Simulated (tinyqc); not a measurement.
Comparisons within one model: phonon-assisted absorption at an indirect gap. A value that a table varies takes the place of the one given here.

alpha(E) = sum_j A_j [N_j (E - Eg + w_j)^2 + (N_j + 1)(E - Eg - w_j)^2], each bracket counted only where its base is positive; N_j = 1/(exp(w_j/kB T) - 1). The first term absorbs a phonon and the second emits one; excitons and direct transitions are left out.

Photodiode (Gaertner form with a dead layer): QE = (1 - R) exp(-alpha xj) [1 - exp(-alpha W)/(1 + alpha L)], R = ((nr - 1)/(nr + 1))^2; responsivity = QE/E in A/W for E in eV.

Constants: kB = 8.617333262e-05 eV/K.

Inputs chosen for the exercise (loosely those of SiC at room temperature; Eg is not tied to T; the results hold for these values, not for the real material): Eg = 3.196 eV (indirect gap, held fixed unless listed); w = (67.7, 47.9) meV (two zone-edge phonons); A = (3800, 310) 1/(cm eV^2) (their strengths); T = 300 K; nr = 2.83 (refractive index); xj = 0.72 micrometre (dead layer at the surface); W = 2 micrometre (depleted width); L = 7.9 micrometre (minority diffusion length below it); E = 3.259 eV (photon energy).

## The square root of alpha at three temperatures

The gap is held fixed, so only the phonon occupations change.

sqrt(alpha) (1/cm^(1/2)):
```
E - Eg (eV),4 K,77 K,300 K
-0.04,0.000,0.011,0.483
-0.02,0.000,0.022,0.851
0.00,0.000,0.034,1.225
0.02,0.000,0.046,1.601
0.04,0.000,0.058,1.978
0.07,0.414,0.421,2.582
0.10,2.192,2.194,3.865
0.15,5.382,5.384,6.929
0.20,8.584,8.586,10.257
0.30,14.992,14.994,17.086
0.45,24.607,24.610,27.438
0.60,34.223,34.227,37.826
```

What does this show, and why?

Below the gap only phonon absorption acts: at E - Eg = -0.02 eV sqrt(alpha) is 0.000, 0.022 and 0.851 at 4, 77 and 300 K. A straight line through the last two rows meets the axis at E - Eg = +0.0661, +0.0661 and +0.0538 eV: the intercept is roughly a weighted mean of the thresholds, not the gap, and it moves from the emission side towards Eg as the occupations grow. At the last row alpha grows by a factor 1.22 from the lowest to the highest temperature at fixed gap.

## Spectral response

Response:
```
E (eV),wavelength (nm),alpha (1/cm),1/alpha (micrometre),dead layer,collected,QE,A/W
3.22,385,2.81,3.56e+03,1.000,0.003,0.002,0.001
3.26,380,6.00,1.67e+03,1.000,0.006,0.005,0.001
3.32,373,27.8,360,0.998,0.027,0.021,0.006
3.40,365,111,90.2,0.992,0.101,0.077,0.023
3.50,354,301,33.2,0.979,0.240,0.181,0.052
3.65,340,768,13.0,0.946,0.466,0.340,0.093
3.85,322,1.73e+03,5.79,0.883,0.701,0.477,0.124
4.10,302,3.47e+03,2.88,0.779,0.866,0.521,0.127
4.40,282,6.36e+03,1.57,0.633,0.953,0.466,0.106
4.80,258,1.16e+04,0.865,0.435,0.990,0.333,0.069
```

How do the results move?

QE is highest, 0.521, at 4.10 eV of those listed and the responsivity at 4.10 eV; reflection alone caps QE at 0.772. Near the gap weak absorption limits it (collected share 0.003); at the top the dead layer passes 0.435. Far above the gap the quadratic law and a constant index are only rough.

## What moves the response

At the energy E. Each row changes one parameter from the base and keeps the others.

Results:
```
case,alpha (1/cm),QE
base,5.897,0.0045
Eg = 3.176 eV,9.185,0.0070
T = 350 K,8.762,0.0066
W = 4 micrometre,5.897,0.0054
L = 3.95 micrometre,5.897,0.0027
xj = 1.44 micrometre,5.897,0.0045
nr = 2.97,5.897,0.0044
```

How do the results move?

The largest shifts from the base row, up to three for each result and ties (the steps differ in size, so this ranks the rows, not the parameters). alpha (1/cm): Eg +3.29, T +2.87; unchanged at the printed digits by W, L, xj and nr. QE: Eg +0.0025, T +0.0022, L -0.0018; unchanged at the printed digits by xj.

tinyqc: `OMP_NUM_THREADS=1 python tinyqc.py 1682199 1682200 out.jsonl`; about 0.01 s, one thread, shared Intel(R) Xeon(R) Processor @ 2.30GHz.
